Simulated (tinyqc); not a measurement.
The internal displacement: deformation potentials from a strained empirical pseudopotential.

Diamond lattice, no spin-orbit coupling. Atomic form factor V(q) = a1 (q^2 - a2)/(a3 exp(a4 q^2) - 1) in rydberg with q in 1/bohr, for the unstrained cell. Under a strain e the reciprocal vectors and k go over into (1 + e)^(-1) G, the atoms sit at +/- tau with tau = (1 + e) a (1,1,1)/8 - zeta a (eyz, ezx, exy)/4, and H(G,G') = c |k + G|^2 delta + (V(q)/det(1 + e)) cos(q.tau), q = G - G', with the term q = 0 left out; c = hbar^2/2m0. The basis is fixed before straining: all G with |k + G|^2 up to 16 (2 pi/a)^2. k is given in units of 2 pi/a of the unstrained cell.

Constants: hbar^2/2m0 = 3.80998211 eV angstrom^2; Ry = 13.60569312 eV; a0 (Bohr radius) = 0.5291772105 angstrom.

Parameters, chosen for this exercise (out of a larger set: a germanium-sized cell with gaps well above those of Ge; not measured data): a = 5.659 angstrom (lattice constant); A = (0.397, 2.431, 2.053, 0.456) (a1 (Ry bohr^2), a2 (1/bohr^2), a3, a4 (bohr^2)); h = 0.004 (size of the test strain).

Xu of L (level 5, the lowest empty one) and d from exy = eyz = ezx = h for several zeta: Xu = [E(L [111]) - E(L [1-1-1])]/((8/3) h), d = (single valence level - pair)/(3 sqrt(3) h). zeta = 0 strains the bonds with the lattice; zeta = 1 keeps all four bond lengths equal to first order.

Results:

| zeta | Xu (L) (eV) | d (eV) |
|---|---|---|
| 0.00 | 8.81 | 1.87 |
| 0.25 | 10.01 | -0.53 |
| 0.50 | 11.23 | -2.93 |
| 0.60 | 11.72 | -3.89 |
| 0.75 | 12.45 | -5.33 |
| 1.00 | 13.69 | -7.73 |

From zeta = 0 to 1, d goes from 1.87 to -7.73 eV and Xu (L) from 8.81 to 13.69 eV, both nearly linearly: the displacement is an optical-phonon mode, and d = d(0) - zeta d0/4 gives its deformation potential d0 = 38 eV. Leaving the relaxation out (zeta = 0 for 0.5) moves d by +4.80 eV, which reverses its sign, and Xu (L) by -2.42 eV. Tetragonal strain has no such freedom.

Run: tinyqc, `OMP_NUM_THREADS=1 python tinyqc.py 1850359 1850360 out.jsonl`; Intel(R) Xeon(R) Processor @ 2.30GHz, one thread, shared host; about 0.2 s of CPU time with all checks.
